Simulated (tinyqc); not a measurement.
Matthiessen's rule against the full average: mobility of a non-polar semiconductor in the relaxation-time approximation. Computed by tinyqc, a small Python program. Command: `OMP_NUM_THREADS=1 python tinyqc.py 3007175 3007176 out.jsonl rta walk`. One thread of a shared host (Intel(R) Xeon(R) Processor @ 2.30GHz), about 0.01 s of CPU time with the checks.

Each valley is treated as a sphere of mass m_d for states and rates, with one isotropic relaxation time; the conductivity mass m_c sets the current.

Inputs (values chosen for the exercise, modelled on electrons in silicon):

| quantity | value | unit |
|---|---|---|
| longitudinal mass m_l | 0.906 | m_0 |
| transverse mass m_t | 0.19 | m_0 |
| equivalent valleys Z | 6 | - |
| static permittivity eps_s | 11.7 | - |
| density rho | 2329 | kg/m^3 |
| sound velocity v_l | 9160 | m/s |
| acoustic deformation potential D_A | 9.4 | eV |
| phonon energy hbar w | 57 | meV |
| optical or intervalley deformation potential D_o | 5.6 | 1e8 eV/cm |
| final valleys Z_f | 5 | - |
| carrier density n | 5.2e+16 | 1/cm^3 |
| compensation ratio C | 0 | - |
| temperature T | 500 | K |

Band: parabolic. Impurity formula: Conwell-Weisskopf. Further scattering: none.

Constants: k_B = 8.617333262e-05 eV/K; m_0 = 9.1093837015e-31 kg; e = 1.602176634e-19 C; hbar = 1.054571817e-34 J s; eps_0 = 8.8541878128e-12 F/m; k_B = 1.380649e-23 J/K; hbar = 6.582119569e-16 eV s.

Method:
- m_d = (m_l m_t^2)^(1/3); 1/m_c = (1/m_l + 2/m_t)/3; Hall mass factor A = 3 K_m (K_m + 2)/(2 K_m + 1)^2, K_m = m_l/m_t; N_I = n (1 + C)/(1 - C).
- Parabolic band: E = hbar^2 k^2/(2 m), speed v = hbar k/m, states per spin, volume and energy g(E) = m k/(2 pi^2 hbar^2). Here m = m_d. Masses are multiplied by m_0 and all formulas are in SI units.
- The reduced Fermi level eta = E_F/(k_B T) solves n = 2 Z int g f dE with f = 1/(1 + exp(x - eta)) (Z = 1 unless valleys are given); screening length L_s = sqrt(eps_s eps_0 k_B T/(e^2 dn/deta)), dn/deta = 2 Z int g f (1 - f) dE.
- Integrals over x = E/(k_B T) use 160 Gauss-Legendre points in u = sqrt(x) from 0 to sqrt(max(eta, 0) + 32).
- Phonon occupation N_q = 1/(exp(hbar w/(k_B T)) - 1).
- Acoustic deformation potential (elastic, equipartition, absorption and emission together): 1/tau = 2 pi k_B T D_A^2 g(E)/(hbar rho v_l^2).
- Optical or intervalley deformation potential: 1/tau = (pi Z_f D_o^2/(rho w)) [N_q g(E + hbar w) + (N_q + 1) g(E - hbar w)], with g = 0 below the band edge.
- Each optical term is multiplied by (1 - f(E'))/(1 - f(E)), E' the final energy, for Pauli blocking.
- Singly charged impurities, momentum relaxation: 1/tau = N_I e^4 m (1 + 2 alpha E) Phi/(8 pi (eps_s eps_0)^2 hbar^3 k^3), with alpha = 0 for a parabolic band.
- Conwell-Weisskopf: Phi = ln(1 + y^2), y = 4 pi eps_s eps_0 E N_I^(-1/3)/e^2 (largest impact parameter N_I^(-1/3)/2).
- mu = (m_d/m_c) (2 Z e/(3 n k_B T)) int g v^2 tau f (1 - f) dE.
- Averages over x are split at the emission threshold x_0 = hbar w/(k_B T): 64 Gauss-Legendre points in sqrt(x) below it and 128 in sqrt(x - x_0) above it, up to x = max(eta, 0) + 32.
- Rates are added at each energy before the average. With <y> = int g v^2 y f (1 - f) dE: Hall factor r_H = A (3 n k_B T/(2 Z m_d)) <tau^2/(1 + 2 alpha E)>/<tau>^2 (alpha = 0 for a parabolic band); Hall mobility r_H mu; |S| = (k_B/e) (<x tau>/<tau> - eta); resistivity 1/(n e mu).
- Matthiessen's rule adds 1/mu of the separate processes.

acoustic mobility = 1346.11 cm^2/(V s)

optical mobility = 1132.59 cm^2/(V s)

ionised impurity mobility = 31196.3 cm^2/(V s)

drift mobility mu = 543.538 cm^2/(V s)

Separate mobilities:

| process | mu (cm^2/(V s)) | share of the sum of 1/mu (%) |
|---|---|---|
| acoustic | 1346 | 44.809 |
| optical | 1133 | 53.257 |
| ionised impurity | 31196 | 1.934 |

mobility by Matthiessen's rule = 603.18 cm^2/(V s)

excess of Matthiessen's rule over the full mu = 10.974 %

What does the comparison show, and why?

The rule gives 603.2 against the full 543.5, 11.0 % too high; it can only overestimate, since each separate average is carried by the energies where that process is weak. The error is large because optical and acoustic scattering both carry weight and depend on energy in different ways.

Extremes, crossings and ranges named in words are read from the listed rows.
